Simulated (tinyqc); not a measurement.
Inputs raised by 2 %, one at a time: implant damage, amorphisation by cascade overlap, and solid-phase epitaxial regrowth. Computed by tinyqc, a small Python program. Command: `OMP_NUM_THREADS=1 python tinyqc.py 3113862 3113863 out.jsonl sper sens`. One thread of a shared host (Intel(R) Xeon(R) Processor @ 2.30GHz), about 0.02 s of CPU time with the checks.

Range and width of the damage are inputs. Dynamic annealing enters only through the surviving share f.

Inputs (values chosen for the exercise, modelled on fluorine ions in silicon):

| quantity | value | unit |
|---|---|---|
| atomic density N | 49.9 | 1/nm^3 |
| ion Z1 | 9 | - |
| ion mass M1 | 19 | u |
| target Z2 | 14 | - |
| target mass M2 | 28.09 | u |
| ion energy E | 34 | keV |
| displacement energy E_d | 15 | eV |
| depth of the damage peak R_d | 40 | nm |
| width of the damage profile s_d | 20 | nm |
| share of defects that survive f | 0.54 | - |
| critical displaced share x_c | 0.085 | - |
| dose Q | 3.5e+14 | 1/cm^2 |
| regrowth prefactor v0 | 4.6e+15 | nm/s |
| regrowth energy E_a | 2.7 | eV |
| anneal temperature | 644 | C |
| rate relative to (100) | 0.33 | - |
| peak enhancement by the dopant | 11 | - |
| ramp rate | 1 | K/s |

Constants: a_0 = 0.529177210903 angstrom; e^2/(4 pi eps_0) = 14.39964548 eV angstrom; k_B = 8.617333262e-05 eV/K.

Method:
- Robinson partition: eps = E a M2/(Z1 Z2 (e^2/(4 pi eps_0)) (M1 + M2)), a = 0.8853 a_0/sqrt(Z1^(2/3) + Z2^(2/3)); k = 0.0793 Z1^(2/3) Z2^(1/2) (M1 + M2)^(3/2)/((Z1^(2/3) + Z2^(2/3))^(3/4) M1^(3/2) M2^(1/2)); damage energy T_d = E/(1 + k (eps + 0.40244 eps^(3/4) + 3.4008 eps^(1/6))); displacements nu = 0.8 T_d/(2 E_d).
- Displaced share x(z) = f nu Q exp(-(z - R_d)^2/(2 s_d^2))/(sqrt(2 pi) s_d N); the layer is amorphous where x > x_c, between R_d -/+ s_d sqrt(2 ln(x_max/x_c)), the upper edge being cut at the surface. Threshold dose Q_c = Q x_c/x_max.
- Displaced atoms per area beyond the lower edge z2: f nu Q (1/2) erfc((z2 - R_d)/(sqrt2 s_d)); they are not removed by regrowth.
- v = v0 x orientation factor x exp(-E_a/(k_B T)) x [1 + (enhancement - 1) exp(-(z - R_d)^2/(2 s_d^2))], T = anneal temperature + 273.15 K; the dopant is taken to follow the damage profile; the lower front moves from the lower edge z2 to the surface, or to the middle (z1 + z2)/2 of a buried layer with upper edge z1; time = int dz/v; the equivalent undoped distance is that time times the undoped velocity.
- On a linear ramp from 200 C regrowth ends at the T_f where int v_undoped dT/(ramp rate) equals the equivalent undoped distance.

Runs:

| input moved | from | to | threshold dose Q_c (1/cm^2) | displaced atoms beyond z2 (1/cm^2) | time with enhancement (s) | temperature at which regrowth ends (C) |
|---|---|---|---|---|---|---|
| base run | - | - | 8.6241e+13 | 4.0633e+15 | 2.1980 | 585.70 |
| width of the damage profile s_d (nm) | 20 | 20.4 | 8.7965e+13 | 4.1651e+15 | 2.2106 | 585.82 |
| share of defects that survive f | 0.54 | 0.5508 | 8.4550e+13 | 4.0436e+15 | 2.2290 | 586.01 |
| critical displaced share x_c | 0.085 | 0.0867 | 8.7965e+13 | 4.1651e+15 | 2.1672 | 585.38 |
| dose Q (1/cm^2) | 3.5e+14 | 3.57e+14 | 8.6241e+13 | 4.0436e+15 | 2.2290 | 586.01 |
| regrowth energy E_a (eV) | 2.7 | 2.754 | 8.6241e+13 | 4.0633e+15 | 4.3528 | 602.42 |
| ramp rate (K/s) | 1 | 1.02 | 8.6241e+13 | 4.0633e+15 | 2.1980 | 586.14 |

Exponents ln(y'/y) / ln(x'/x):

| input | threshold dose Q_c | displaced atoms beyond z2 | time with enhancement | temperature at which regrowth ends |
|---|---|---|---|---|
| width of the damage profile s_d | 1 | 1.249 | 0.288 | 0.011 |
| share of defects that survive f | -1 | -0.246 | 0.707 | 0.027 |
| critical displaced share x_c | 1 | 1.249 | -0.712 | -0.027 |
| dose Q | 0 | -0.246 | 0.707 | 0.027 |
| regrowth energy E_a | 0 | 0.000 | 34.503 | 1.422 |
| ramp rate | 0 | 0.000 | 0.000 | 0.038 |

To which inputs is each result most sensitive?

Among the inputs moved here: threshold dose Q_c answers most in size to width of the damage profile s_d (exponent +1.000), and about equally to share of defects that survive f (-1.000), critical displaced share x_c (+1.000); its exponent is below 0.0005 for dose Q, regrowth energy E_a, ramp rate. Its exponent +1.000 in width of the damage profile s_d: the same damage spread over more depth. Displaced atoms beyond z2 answers most in size to width of the damage profile s_d (exponent +1.249), and about equally to critical displaced share x_c (+1.249); its exponent is below 0.0005 for regrowth energy E_a, ramp rate. Time with enhancement answers most in size to regrowth energy E_a (exponent +34.503), next to critical displaced share x_c (-0.712); its exponent is below 0.0005 for ramp rate. Temperature at which regrowth ends answers most in size to regrowth energy E_a (exponent +1.422), next to ramp rate (+0.038).
